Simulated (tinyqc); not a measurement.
Worked calculation: band offset from the macroscopic average of a supercell potential. Values are carried at full precision from step to step, so a last printed digit may differ when a step is redone from the rounded ones.

A model of the planar-averaged electrostatic energy of an electron in a periodic cell of N1 periods of A (L1 = N1 n1 h) and N2 periods of B (L2 = N2 n2 h), on z_j = j h: V(z) = f VA + (1 - f) VB + F t(z), VA = V1[0] + V1[1] cos(2 pi z/(n1 h)) + V1[2] cos(4 pi z/(n1 h)), VB the same with V2, n2 and z - L1. f = [tanh(z/w) - tanh((z - L1)/w) + tanh((z - L1 - L2)/w)]/2 + 1/2; t(z) = z - L1/2 in A and (L1/L2)(L1 + L2/2 - z) beyond, so that the cell is periodic.

Constants: e^2/(4 pi eps0) = 14.39964547 eV angstrom.

Parameters, chosen for this exercise (gaps near those of GaAs and AlAs; shifted at random, so the results belong to these values and not to a real crystal): h = 0.3 angstrom (grid step); n1 = 5 (grid points per period of A); n2 = 7 (grid points per period of B); N1 = 4 (periods of A); N2 = 5 (periods of B); V1 = (-9.96, 2.08, -0.34) eV (mean and two harmonics of the potential in A); V2 = (-5.53, 2.09, -0.89) eV (the same in B); w = 0.31 angstrom (width of the interfaces); F = 0 eV/angstrom (slope in A from opposite charges on the two interfaces); Ev1 = 5.37 eV (valence top of bulk A above its mean potential); Eg1 = (0.49, 1.57) eV (gap of A: semi-local value, corrected value); fv1 = 0.42 (share of the correction that lowers the valence top of A); Ev2 = 0.34 eV (valence top of bulk B above its mean potential); Eg2 = (1.46, 2.34) eV (gap of B: semi-local value, corrected value); fv2 = 0.51 (the same share for B); eps = 12.5 (dielectric constant at the interface).

## The planar average

Evaluate V on the grid, j = 0, 1, ...

V(z_j) (eV): -6.124  -8.557  -11.671  -11.736  -9.041  -8.220  -9.042  -11.748  -11.748  -9.042  -8.220  -9.042  -11.748  -11.748  -9.042  -8.220  -9.042  -11.736  -11.614  -8.410  -6.275  -4.661  -5.327  -7.979  -7.968  -5.193  -4.029  -4.330  -4.029  -5.193  -7.968  -7.968  -5.193  -4.029  -4.330  -4.029  -5.193  -7.968  -7.968  -5.193  -4.029  -4.330  -4.029  -5.193  -7.968  -7.968  -5.193  -4.029  -4.330  -4.029  -5.193  -7.968  -7.979  -5.327  -4.661

## Running means

Running mean over n points, periodic: for odd n the plain mean of the n points centred on j; for even n the n + 1 points with half weight at both ends. The macroscopic average applies the mean over n1 points and then over n2 points.

Apply the first mean, then the second.

after the mean over n1 points (eV): -7.268  -8.550  -9.426  -9.845  -9.942  -9.957  -9.960  -9.960  -9.960  -9.960  -9.960  -9.960  -9.960  -9.960  -9.960  -9.958  -9.931  -9.804  -9.415  -8.539  -7.257  -6.530  -6.442  -6.226  -6.099  -5.900  -5.110  -4.555  -5.110  -5.898  -6.070  -6.070  -5.898  -5.110  -4.555  -5.110  -5.898  -6.070  -6.070  -5.898  -5.110  -4.555  -5.110  -5.898  -6.070  -6.070  -5.898  -5.110  -4.555  -5.110  -5.900  -6.099  -6.226  -6.412  -6.530

macroscopic average (eV): -7.751  -8.282  -8.788  -9.278  -9.663  -9.864  -9.941  -9.957  -9.960  -9.960  -9.960  -9.960  -9.960  -9.955  -9.933  -9.855  -9.652  -9.266  -8.776  -8.274  -7.745  -7.216  -6.714  -6.224  -5.838  -5.635  -5.557  -5.535  -5.530  -5.530  -5.530  -5.530  -5.530  -5.530  -5.530  -5.530  -5.530  -5.530  -5.530  -5.530  -5.530  -5.530  -5.530  -5.530  -5.530  -5.530  -5.530  -5.530  -5.535  -5.557  -5.630  -5.833  -6.221  -6.712  -7.216

Around the middle of B the first mean varies by 960 meV over five points and the second by 0 meV: one window removes only the period it matches.

## The potential line-up

Read the macroscopic average in the middle of each region, j = 10 and j = 37, and its slope in A by a central difference over two points each way.

plateau in A = -9.960 eV
plateau in B = -5.530 eV
dV = B - A = 4.430 eV
slope in A = 0.000 eV/angstrom

The plateaus are flat, so the line-up is well defined.

## Band offsets

dEv = Ev(A) - Ev(B) = Ev1 - (dV + Ev2); dEc = Ec(B) - Ec(A) = Eg2 - Eg1 - dEv. The correction of a gap, c = Eg[1] - Eg[0], lowers the valence top by fv c and leaves dV, a ground-state quantity, as it is. Type I: dEv and dEc of one sign; II: opposite signs; III: no overlap of the gaps.

Give the offsets with semi-local and with corrected band edges.

dEv, dEc, semi-local (eV): 0.600  0.370

lowering of the valence tops of A and B (eV): 0.454  0.449

dEv, dEc, corrected (eV): 0.595  0.175

The correction moves dEv by 0.00 eV and dEc by -0.20 eV; the type stays I.

## The dipole behind the step

A step dV of the mean electron energy from A to B across an interface equals 4 pi (e^2/4 pi eps0) times a dipole per area p (in e angstrom per angstrom^2). For a change of 0.1 eV in dV, give the charge per area moved over 2 angstrom in a medium of dielectric constant eps: sigma = 0.1 eps/(4 pi (e^2/4 pi eps0) 2). 1 angstrom^-2 = 1e16 cm^-2.

|p| = 0.02448 e/angstrom
sigma = 3.45e+13 e/cm^2

With about 7e14 atoms per cm^2 in a plane (as on a silicon (100) face), 4.9 % of an electron per atom shifts the line-up by 0.1 eV.

## Checks

- Line-up in a cell of 14 + 14 periods without slope against V2[0] - V1[0] (eV): both 4.4300.

tinyqc: `OMP_NUM_THREADS=1 python tinyqc.py 1880796 1880797 out.jsonl`; about 0.01 s, one thread, shared Intel(R) Xeon(R) Processor @ 2.30GHz.
